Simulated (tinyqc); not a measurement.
Size effects in the resistivity of thin metal films and interconnect lines. Which input was changed? Computed by tinyqc, a small Python program. Command: `OMP_NUM_THREADS=1 python tinyqc.py 3010129 3010130 out.jsonl size which`. One thread of a shared host (Intel(R) Xeon(R) Processor @ 2.30GHz), about 0.04 s of CPU time with the checks.

Electrons lose their drift at surfaces (a share 1 - p of the hits) and at grain boundaries (reflection R), besides bulk scattering. The line sits in a trench with a non-conducting liner on both walls and the bottom; the spacing equals the drawn width.

Inputs (values chosen for the exercise, modelled on silver):
```
quantity,value,unit
bulk resistivity rho_b,1.53,microohm cm
bulk mean free path lambda,55.5,nm
specularity p,0,-
grain-boundary reflection R,0.27,-
drawn line width w,23,nm
grain size over metal width,1.7,-
aspect ratio (height over width),2.4,-
liner thickness t,0.7,nm
line length,5.7,micrometre
permittivity of the dielectric k,3,-
```

Geometry: line.

Constants: eps_0 = 8.8541878128e-12 F/m.

Method:
- Metal width w_m = w - 2t, height h_m = (aspect ratio) w - t, grain size D = (ratio) w_m.
- Mayadas-Shatzkes: alpha = (lambda/D) R/(1 - R); rho_b/rho = 1 - 3 alpha/2 + 3 alpha^2 - 3 alpha^3 ln(1 + 1/alpha).
- Fuchs-Sondheimer film: rho_b/rho = 1 - (3/(2 kappa))(1 - p) int_0^1 (s - s^3)(1 - exp(-kappa/s))/(1 - p exp(-kappa/s)) ds, f = rho/rho_b, kappa = thickness/lambda, 80 Gauss-Legendre points.
- Line: the excess of a film of thickness w_m and of a film of thickness h_m are added, rho/rho_b = 1 + (f(w_m) - 1) + (f(h_m) - 1), an estimate that holds best when both sides exceed lambda.
- Total: rho = rho_b [1 + surface excess + grain excess]; resistance per length rho/(w_m h_m); capacitance per length C = 2 k eps_0 (aspect ratio + 1/2), a parallel-plate estimate for two neighbours plus a fixed term for the planes above and below; delay 0.38 R C L^2; effective resistivity per drawn area.

Question. One of these inputs alone was changed, within the range given: bulk mean free path lambda (27.75 to 111); grain-boundary reflection R (0.135 to 0.54); aspect ratio (height over width) (1.2 to 4.8); permittivity of the dielectric k (1.5 to 6). Which one, and to what value?

Results:
```
run,resistance per length (ohm/micrometre),RC delay (ps),effective resistivity per drawn area (microohm cm)
before,44.31164,0.08428477,5.625806
after,58.26623,0.09171946,5.856339
```

Answer.

Each candidate set to reproduce resistance per length, and what it then gives:
```
candidate,range searched,value needed,RC delay (ps),effective resistivity per drawn area (microohm cm)
bulk mean free path lambda (nm),27.75 to 111,81.93,0.11083,7.3975
grain-boundary reflection R,0.135 to 0.54,0.4727,0.11083,7.3975
aspect ratio (height over width),1.2 to 4.8,1.900,0.09172,5.8563
permittivity of the dielectric k,1.5 to 6,no effect,-,-
```

Only aspect ratio (height over width) fits every result: it went from 2.4 to 1.90. The next best candidate, grain-boundary reflection R, misses one result by 26 %.
